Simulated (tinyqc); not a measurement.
A barrier in a uniform field, exact transmission by Airy functions: effect of the width at fixed voltage.

The left lead has its band edge at 0, the barrier edge falls as U(x) = U0 - F x with F = V/d for 0 < x < d, and the right lead has its edge at -V. No transverse momentum; C = hbar^2/(2 m0); psi and psi'/m are continuous. M carries (psi, psi'/m) across the barrier.

Energy scale e = (C F^2/m1)^(1/3), z(x) = (U(x) - E)/e, s = (dz/dx)/m1 = -F/(e m1); v = k/m in a lead. With a = Ai, a' = Ai', b = Bi, b' = Bi' at z1 (left edge) and z2 (right edge): M11 = pi (a2 b1' - b2 a1'), M12 = (pi/s)(b2 a1 - a2 b1), M21 = pi s (a2' b1' - b2' a1'), M22 = pi (b2' a1 - a2' b1). With M acting on (psi, psi'/m) and v = k/m in each lead, T(E) = 4 vL vR/[(vL vR M12 - M21)^2 + (vR M11 + vL M22)^2]. WKB: exp(-S), S = (4/(3 F)) sqrt(m1/C) [max(U0 - E, 0)^1.5 - max(U0 - F d - E, 0)^1.5].

Values chosen for this exercise; U0 - E and the mass are of the order of those of aluminium oxide on silicon: mass in the left lead mL = 0.67 m0; barrier edge at x = 0 U0 = 2.83 eV; mass in the barrier m1 = 0.39 m0; electron energy E = 0.16 eV; voltage across the barrier V = 0.98 V; mass in the right lead mR = 0.67 m0.

Constants: q = 1.602176634e-19 C, hbar = 1.054571817e-34 J s, m0 = 9.1093837015e-31 kg, hbar^2/(2 m0) = 0.0380998212 eV nm^2. Results are converted to the units shown.

Effect of the width at fixed voltage:

| d (nm) | T(E), exact | exp(-S) | ratio |
|---|---|---|---|
| 0.4 | 0.03035 | 0.02303 | 1.318 |
| 0.5 | 0.01175 | 0.008970 | 1.310 |
| 0.7 | 0.001774 | 0.001361 | 1.303 |
| 0.8 | 6.903e-4 | 5.303e-4 | 1.302 |
| 0.9 | 2.687e-4 | 2.066e-4 | 1.301 |
| 1 | 1.046e-4 | 8.047e-5 | 1.300 |
| 1.2 | 1.587e-5 | 1.221e-5 | 1.300 |
| 1.3 | 6.181e-6 | 4.757e-6 | 1.300 |

Read the table: what changes, and by how much?

The exact T(E) falls from 0.0303 to 6.18e-6, on average 4.10 decades a nanometre; WKB loses 4.09, the same in every interval because S is proportional to d at fixed V. The ratio lies between 1.30 and 1.32. In 5 of the 8 rows the field exceeds 10 MV/cm (up to 24.5), more than most dielectrics sustain; the model ignores breakdown. In 3 of the 8 rows a layer is thinner than 0.8 nm, a few atomic planes, where an effective mass is a rough description.

Range of the model: Masses are held fixed, although real bands cease to be parabolic a few tenths of an eV from their edges.

tinyqc, about 0.01 s, one thread, Intel Xeon 2.30GHz (shared host): `OMP_NUM_THREADS=1 python tinyqc.py 2580123 2580124 out.jsonl`
